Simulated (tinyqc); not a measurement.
# Worked calculation: van der Pauw, Hall and four-point-probe measurements on a doped layer

Numbers from tinyqc (`OMP_NUM_THREADS=1 python tinyqc.py 2850179 2850180 out.jsonl`; about 0.01 s on one thread of a shared Intel Xeon 2.30GHz). Printed values are rounded.

A uniform n-type layer with sheet resistance Rs = 1/(q ns mu), point contacts, low field (mu B small).

Values chosen for this exercise: sheet density of the layer ns = 2.4e14 cm^-2; drift mobility mu = 580 cm^2/(V s); Hall factor rH = 1; magnetic field B = 1 T; current I = 10 uA; side ratio a/b of a rectangular sample with corner contacts ar = 1.33; thickness of the layer t = 1400 nm.

Constants: q = 1.602176634e-19 C. Results are converted to the units shown.

## Resistances and Hall voltage

Rs = 1/(q ns mu). For a rectangle with contacts at the corners, RA = (8 Rs/pi) sum_(k>=0) ln coth((2k + 1) pi a/(2 b)) with current along a short side b and voltage along the opposite one, RB the same with a and b exchanged; Hall voltage VH = rH B I/(q ns), negative for electrons.

Rs = 44.8384 ohm/square
RA = 3.50055 ohm
RB = 21.7733 ohm
VH = -0.0260063 mV

RB/RA = 6.22; for a square both equal Rs ln 2/pi = 9.89 ohm.

## Starting value

z = 2 ln 2/(pi (RA + RB)), exact for RA = RB.

z at the start = 17.4596 mS

## Iteration 1: new z

The van der Pauw equation exp(-pi RA z) + exp(-pi RB z) = 1 is solved for z = 1/Rs: e1 = exp(-pi RA z), e2 = exp(-pi RB z), f = e1 + e2 - 1, f' = -pi (RA e1 + RB e2), z(new) = z - f/f'.

e1 = 0.825300
e2 = 0.302920
f = 0.128220
f' = -0.0297967 kohm
z after iteration 1 = 21.7627 mS

## Iteration 2: new z

As before.

e1 = 0.787154
e2 = 0.225680
f = 0.0128344
f' = -0.0240938 kohm
z after iteration 2 = 22.2954 mS

## Iteration 3: new z

As before.

e1 = 0.782556
e2 = 0.217605
f = 1.61491e-4
f' = -0.0234908 kohm
z after iteration 3 = 22.3023 mS

## Course of the iteration

Stop when the step is below 1e-10 mS, or after 40 iterations.

Course of the iteration:
```
iteration  z before the step (mS)  step (mS)
1                         17.4596       4.30
2                         21.7627      0.533
3                         22.2954    6.87e-3
4                         22.3023    1.12e-6
5                         22.3023    < 1e-12
```

Converged in 5 iterations.

## Sheet density, mobility and bulk values

converged z = 22.3023 mS

Rs = 1/z; Hall sheet density B I/(q |VH|); Hall mobility |VH|/(Rs B I); true values ns = rH times the Hall density, mu = Hall mobility/rH; bulk density ns/t, resistivity Rs t; correction factor F = Rs/[(pi/ln 2)(RA + RB)/2].

Rs = 44.8384 ohm/square
Hall sheet density = 2.4e14 cm^-2
Hall mobility = 580 cm^2/(V s)
ns = 2.4e14 cm^-2
mu = 580 cm^2/(V s)
bulk density = 1.71429e18 cm^-3
resistivity = 0.00627738 ohm cm
F = 0.782860

Taking the mean of RA and RB without F would overstate Rs by 28 %.
